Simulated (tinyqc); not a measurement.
From results back to parameters: two-band massive Dirac model of the K valleys. Three cases, with inputs chosen for the exercise.

Problem. In the valley model H = [[D/2, a t (kx - i ky)], [a t (kx + i ky), -D/2 + lam sz]], sz = +/-1, a t is hbar v. The gaps of the two spins, A and B, are G = D - lam and D + lam, the band-edge mass of A is c (D - lam)/(a t)^2, c = hbar^2/2m0, and its Berry curvature at the edge is 2 (a t)^2/G^2 in size. The values below come from hidden D, lam and t.

Constants: hbar^2/2m0 = 3.80998211 eV angstrom^2.

Case 1.

Values chosen (out of a larger set: near those used for monolayer MoSe2; not measured data): a = 3.316 angstrom (lattice constant).

gaps (eV): A 1.3720, B 1.5480

mass of A = 0.485040 m0

Case 2.

Values chosen (out of a larger set: near those used for monolayer MoS2; not measured data): a = 3.185 angstrom (lattice constant).

gaps (eV): A 1.5960, B 1.7240

mass of A = 0.565018 m0

Case 3.

Values chosen (out of a larger set: near those used for monolayer MoS2; not measured data): a = 3.184 angstrom (lattice constant).

gaps (eV): A 1.6600, B 1.8000

mass of A = 0.506336 m0

Find: D, lam, t; |Omega| at the A edge.

Solution. The mean of the gaps is D and half their difference lam; a t = sqrt(c G_A/m). The curvature 2 (a t)^2/G^2 equals 2c/(m G).

Case 1.

D, lam, t (eV): 1.460  0.088  0.990

|Omega| at the A edge = 11.450 angstrom^2

Case 2.

D, lam, t (eV): 1.660  0.064  1.030

|Omega| at the A edge = 8.450 angstrom^2

Case 3.

D, lam, t (eV): 1.730  0.070  1.110

|Omega| at the A edge = 9.066 angstrom^2

Computed by tinyqc, one run a case: `OMP_NUM_THREADS=1 python tinyqc.py N N+1 out.jsonl` with N = 1451940, 1451995, 1451997; one thread of a shared Intel(R) Xeon(R) Processor @ 2.30GHz, about 0.01 s a run at most.
